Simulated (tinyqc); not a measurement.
Phonon transmission through an interface between two chains by Green functions. Changing the junction spring k_b. Computed by tinyqc, a small Python program. Command: `OMP_NUM_THREADS=1 python tinyqc.py 3004810 3004811 out.jsonl agf sweep`. One thread of a shared host (Intel(R) Xeon(R) Processor @ 2.30GHz), about 0.02 s of CPU time with the checks.

Two semi-infinite chains (masses m_1, m_2; springs k_1, k_2), motion along the chain. The central region holds the end atom of each chain, joined by springs k_b. lambda = omega^2 in eV/(angstrom^2 u); nu = 15.6333042 THz x sqrt(lambda).

Inputs (values chosen for the exercise, for two model chains): mass m_1 = 70.6 u; spring k_1 = 3.29 eV/angstrom^2; mass m_2 = 80.5 u; spring k_2 = 4.87 eV/angstrom^2; probe frequency / lower band top = 0.74; temperature T = 200 K.

Atoms in the interlayer: none.

Constants: nu for 1 eV/(angstrom^2 u) = 15.6333042 THz; h x 1 THz = 4.135667696 meV; k_B = 8.617333262e-05 eV/K; k_B = 1.380649e-23 J/K; h = 6.62607015e-34 J s.

Method:
- nu_max = 15.6333042 THz x 2 sqrt(k/m); impedance Z = sqrt(k m); long-wave transmission 4 Z_1 Z_2/(Z_1 + Z_2)^2; the probe frequency is the given share of the lower band top.
- In chain i, sin(q_i a/2) = nu/nu_max,i. An outgoing wave makes the next atom move as exp(i q_i a) times the end atom, so the lead adds the self-energy Sigma_i = -k_i exp(i q_i a) to the force-constant matrix; Gamma_i = -2 Im Sigma_i = 2 k_i sin(q_i a).
- A = lambda M - K - Sigma over the central atoms, with K_ii the sum of the springs at i, K_(i,i+1) = -k_b; G = inverse of A; transmission = Gamma_1 Gamma_2 |G_(first,last)|^2.
- Landauer conductance G = k_B int tau(nu) x^2 e^x/(e^x - 1)^2 d nu, x = h nu/(k_B T), from 0 to the lower band top (240 Gauss-Legendre points in s from 0 to 1, nu = nu_top sin(pi s/2)); tau is the transmission, and its thermal mean is G over the value for tau = 1 in the same window; the quantum is g_0 = pi^2 k_B^2 T/(3 h).

One run for each value; columns: (1) junction spring k_b (eV/angstrom^2); (2) conductance G (pW/K); (3) thermal mean of the transmission; (4) transmission; (5) long-wave transmission:
```
(1)       (2)      (3)         (4)      (5)
0.13    4.969  0.05719  1.1992e-03  0.98307
0.24    9.077  0.10446  4.3210e-03  0.98307
0.45   16.670  0.19184  1.6865e-02  0.98307
0.84   29.897  0.34406  7.0467e-02  0.98307
1.60   52.291  0.60177  3.2573e-01  0.98307
3.00   80.014  0.92082  9.1069e-01  0.98307
5.60   80.298  0.92408  9.1577e-01  0.98307
11.00  70.389  0.81005  7.0998e-01  0.98307
20.00  66.083  0.76050  6.1147e-01  0.98307
```

Over the rows, conductance G (pW/K) goes from 4.97 through a maximum among these rows, 80.3 at 5.60, to 66.1; thermal mean of the transmission goes from 0.0572 through a maximum among these rows, 0.924 at 5.60, to 0.760; transmission goes from 0.00120 through a maximum among these rows, 0.916 at 5.60, to 0.611. At the low end the exponent of conductance G is 0.98, close to 1: weak bonding, where the range of frequencies let through shrinks with k_b. The exponent of long-wave transmission stays at 0: long waves do not see the junction. G is largest among these rows at k_b = 5.6, against k_1 = 3.29 and k_2 = 4.87; weak bonds reflect all but the longest waves. Left out: 0.0670 (the run failed its checks).

Extremes, crossings and ranges named in words are read from the listed rows.
